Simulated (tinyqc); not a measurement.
Nanosheet or nanowire with hard walls, valleys of the Ge type: one step. Valley masses for a [110] channel.

Four ellipsoidal valleys along <111>: inverse mass tensor w = 1/mt + (1/ml - 1/mt) a a^T with a the unit axis. Device axes: x along the channel, z = [001], y = z x x. The Gamma and Delta valleys are left out; the heavy Delta valleys, about 0.18 eV up, lie lowest once the L levels pass about 0.2 eV.

Values chosen for the exercise (out of a larger set: near those of Ge; not measured data): ml = 1.56 m0 (longitudinal mass); mt = 0.083 m0 (transverse mass); channel = 110 (transport direction x on a (001) wafer).

Problem. Rotate w into the device axes and group equal valleys (|w_yz| counts); order by w_zz, then w_yy. 1/m_x = w_xx - w_xc w_c^-1 w_cx with c the block (y, z).

Give: Valleys.

Solution.

Valleys:
```
group  valleys g     w_yy    w_zz  |w_yz|  m_x (m0)
A              2   4.4434  8.2458  5.3774    0.0830
B              2  12.0482  8.2458  0.0000    1.0677
```

The lightest transport mass, 0.083 m0, belongs to group A.

Program tinyqc; command `OMP_NUM_THREADS=1 python tinyqc.py 1282772 1282773 out.jsonl`; about 0.1 s on one thread of a shared Intel(R) Xeon(R) Processor @ 2.30GHz.
